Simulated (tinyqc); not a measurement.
From results back to parameters: carbon nanotube by zone folding. Two cases, with inputs chosen for the exercise.

Problem. d = sqrt3 acc sqrt(n^2 + nm + m^2)/pi and tan(theta) = sqrt3 m/(2n + m). Diameter and chiral angle below belong to a hidden tube.

Case 1.

Values chosen (out of a larger set: near those used for carbon; not measured data): acc = 1.42 angstrom (bond length).

d = 12.428 angstrom
theta = 19.11 degrees

Case 2.

Values chosen (out of a larger set: near those used for carbon; not measured data): acc = 1.42 angstrom (bond length).

d = 9.492 angstrom
theta = 30.00 degrees

Find: n, m; type in zone folding.

Solution. With L = pi d/a, a = sqrt3 acc, the components of C are n + m/2 = L cos(theta) and sqrt3 m/2 = L sin(theta). The tube is metallic where n - m is a multiple of three.

Case 1.

n, m: 12  6

type in zone folding: metallic

Case 2.

n, m: 7  7

type in zone folding: metallic

Computed by tinyqc, one run a case: `OMP_NUM_THREADS=1 python tinyqc.py N N+1 out.jsonl` with N = 1450761, 1450767; one thread of a shared Intel(R) Xeon(R) Processor @ 2.30GHz, about 0.02 s a run at most.
